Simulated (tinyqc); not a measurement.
From results back to parameters: valence-band offset from core levels. Five cases, with inputs chosen for the exercise.

Problem. At an interface of A and B the binding energy of the core level of B exceeds that of A by dCL. Binding energy of a core level = (EF - Ev) + CL, with one Fermi level for both sides. Find dEv = Ev(A) - Ev(B) and dEc = Eg2 - Eg1 - dEv with the corrected (second) gaps.

Find: dEv; dEc.

Method. dCL = (EF - Ev(B)) + CL_B - (EF - Ev(A)) - CL_A = dEv + CL_B - CL_A; the Fermi level drops out.

Case 1.

Values chosen (out of a larger set: gaps near those of GaN and AlN; not measured data): CL = (92.55, 81.25) eV (depth of a core level below the valence top in bulk A and bulk B); Eg1 = (1.98, 3.34) eV (gap of A: semi-local value, corrected value); Eg2 = (4.26, 6.35) eV (gap of B: semi-local value, corrected value).

dCL = -10.4340 eV

Solution.

dEv = 0.87 eV
dEc = 2.14 eV

Case 2.

Values chosen (out of a larger set: gaps near those of Si and SiO2; not measured data): CL = (92.9, 50.2) eV (depth of a core level below the valence top in bulk A and bulk B); Eg1 = (0.62, 1.19) eV (gap of A: semi-local value, corrected value); Eg2 = (5.86, 9.26) eV (gap of B: semi-local value, corrected value).

dCL = -38.2746 eV

Solution.

dEv = 4.43 eV
dEc = 3.64 eV

Case 3.

Values chosen (out of a larger set: gaps near those of Si and SiO2; not measured data): CL = (71.04, 35.14) eV (depth of a core level below the valence top in bulk A and bulk B); Eg1 = (0.61, 1.13) eV (gap of A: semi-local value, corrected value); Eg2 = (5.83, 9.2) eV (gap of B: semi-local value, corrected value).

dCL = -31.4395 eV

Solution.

dEv = 4.46 eV
dEc = 3.61 eV

Case 4.

Values chosen (out of a larger set: gaps near those of GaAs and AlAs; not measured data): CL = (35.27, 81.54) eV (depth of a core level below the valence top in bulk A and bulk B); Eg1 = (0.5, 1.52) eV (gap of A: semi-local value, corrected value); Eg2 = (1.34, 2.32) eV (gap of B: semi-local value, corrected value).

dCL = 46.8560 eV

Solution.

dEv = 0.59 eV
dEc = 0.21 eV

Case 5.

Values chosen (out of a larger set: gaps near those of Si and HfO2; not measured data): CL = (25.7, 68.47) eV (depth of a core level below the valence top in bulk A and bulk B); Eg1 = (0.6, 1.22) eV (gap of A: semi-local value, corrected value); Eg2 = (4.04, 5.86) eV (gap of B: semi-local value, corrected value).

dCL = 45.7165 eV

Solution.

dEv = 2.95 eV
dEc = 1.69 eV

Computed by tinyqc, one run a case: `OMP_NUM_THREADS=1 python tinyqc.py N N+1 out.jsonl` with N = 1850049, 1850066, 1850132, 1850155, 1850175; one thread of a shared Intel(R) Xeon(R) Processor @ 2.30GHz, about 0.01 s a run at most.
